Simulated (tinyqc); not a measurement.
Thickness and doping from the maximum and minimum capacitance.

Inverse problem. A MOS capacitor has Cmax = Cox = eps0 eox/tox and 1/Cmin = 1/Cox + Wm/(eps0 eps_r), with Wm = sqrt(4 eps0 eps_r Vt ln(N/ni)/(q N)) and N well above ni. Find tox, Wm and N.

Values chosen for this exercise; band and dielectric values close to those of silicon:
- T = 400 K (temperature)
- eps_r = 11.8 (relative permittivity)
- eox = 24.6 (relative permittivity of the gate insulator (close to zirconium oxide))

Constants: q = 1.602176634e-19 C, kB = 1.380649e-23 J/K, Vt = kB T/q, eps0 = 8.8541878128e-14 F/cm where lengths are in cm. Results are converted to the units shown.

Cmax = 0.55849492 uF/cm^2
Cmin = 0.13717372 uF/cm^2
ni = 4.9319861e12 cm^-3

Answer. Cmax gives tox and the series difference Wm. N follows by iterating N = 4 eps0 eps_r Vt ln(N/ni)/(q Wm^2); ln(N/ni)/N falls steadily for N > e ni, so there is one root in that range.

tox = 39.0 nm
Wm = 57.5 nm
N = 3.00e17 cm^-3

Computed by the program tinyqc: `OMP_NUM_THREADS=1 python tinyqc.py 2060109 2060110 out.jsonl`, one thread of a shared Intel Xeon 2.30GHz, about 0.01 s for the whole run.
